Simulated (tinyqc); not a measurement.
What moves the results: delta-doped layer in the Thomas-Fermi potential. A value that a table varies takes the place of the one given here.

All donors ionised in the plane z = 0, zero temperature, energies from the Fermi level EF of the Thomas-Fermi model, which lies at the bulk band edge; c = hbar^2/2m0, q = e^2/(4 pi eps0). Layer in a (001) plane: two valleys with m_z = ml, m_d = mt (unprimed) and four with m_z = mt, m_d = sqrt(ml mt) (primed); m3 = (ml mt^2)^(1/3), gv = 6. With n = (gv/3 pi^2)(m3 (-V)/c)^(3/2) and V'' = -(4 pi q/eps) n for z > 0, the solution is V = -b/(|z| + z0)^4 with sqrt(b) = 20/K, K = (4 pi q/eps)(gv/3 pi^2)(m3/c)^(3/2), and z0^5 = 4b/(e F0), e F0 = 2 pi q N/eps; 1e13/cm^2 = 1e-3/angstrom^2. Exchange and correlation are left out.

Subbands solve -(c/m_z) psi'' + V psi = E psi on 1280 points of spacing z0/80; up to ten levels for each group, kept if bound with an rms width below 2.5 z0.

Constants: hbar^2/2m0 = 3.80998211 eV angstrom^2; e^2/(4 pi eps0) = 14.39964547 eV angstrom.

Parameters, chosen for this exercise (near those of a delta-doped layer in Si; not measured data): ml = 0.897 m0 (longitudinal mass); mt = 0.188 m0 (transverse mass); eps = 11.5 (dielectric constant); Nl = (1, 2, 4, 7, 12, 20, 32) x 1e13/cm^2 (sheet densities); N = 10 x 1e13/cm^2 (donor sheet density).

## Doping density

The well, the lowest level and the filling anew; at zero temperature n_i = g m_d (mu - E_i)/(2 pi c), with mu fixed by sum n_i = N.

Results:
```
N (1e13/cm^2)  z0 (angstrom)  depth (eV)  lowest (eV)  next - lowest (eV)  occupied  share of lowest (%)
1.0                     32.3      0.0634      -0.0220              0.0112         2                 33.0
2.0                     28.1      0.1104      -0.0421              0.0202         3                 31.5
4.0                     24.4      0.1923      -0.0798              0.0361         3                 29.9
7.0                     21.9      0.3009      -0.1332              0.0572         3                 28.6
12                      19.6      0.4631      -0.2170              0.0884         3                 27.3
20                      17.7      0.6969      -0.3435              0.1330         4                 26.2
32                      16.1      1.0150      -0.5226              0.1928         4                 25.1
```

The depth grows as N^(4/5) and z0 shrinks as N^(-1/5): factors 16.0 and 2.00 for 32 times the doping. The lowest level deepens faster, with exponent 0.91, since the zero-point energy takes a smaller share of a deeper well (65 % falling to 49 %). The number of occupied subbands is 2 in the first row and 4 in the last. Depths beyond about 0.5 eV stretch parabolic valleys past their range. Up to N = 1 the donor spacing exceeds 1.5 Bohr radii (one radius, a0 eps/m with the density-of-states mass, is 19 angstrom), where a uniform sheet is a crude picture of discrete donors (beyond about three radii electrons stay on single donors).

## What each parameter does

z0, depth, lowest level and its rms width. Each row changes one parameter from the base and keeps the others.

Results:
```
case                z0 (angstrom)  depth (eV)  lowest (eV)  rms z (angstrom)
base                        20.35      0.4002      -0.1841              4.94
N = 16 x 1e13/cm^2          18.52      0.5829      -0.2812              4.11
eps = 10.3                  19.05      0.4183      -0.1879              4.83
ml = 1.032 m0               19.79      0.3892      -0.1816              4.67
mt = 0.16 m0                21.71      0.4269      -0.2062              4.80
```

The largest shifts from the base row, up to three for each result and ties (the steps differ in size, so this ranks the rows, not the parameters). z0 (angstrom): N -1.83, mt +1.36, eps -1.30. depth (eV): N +0.1827, mt +0.0267, eps +0.0180. lowest (eV): N -0.0971, mt -0.0222, eps -0.0038. rms z (angstrom): N -0.83, ml -0.26, mt -0.14.

Computed by tinyqc, a small Python program: `OMP_NUM_THREADS=1 python tinyqc.py 1280088 1280089 out.jsonl` (the numbers bound the seed that draws the inputs); one thread of a shared host (Intel(R) Xeon(R) Processor @ 2.30GHz), about 0.2 s for the whole set of steps.
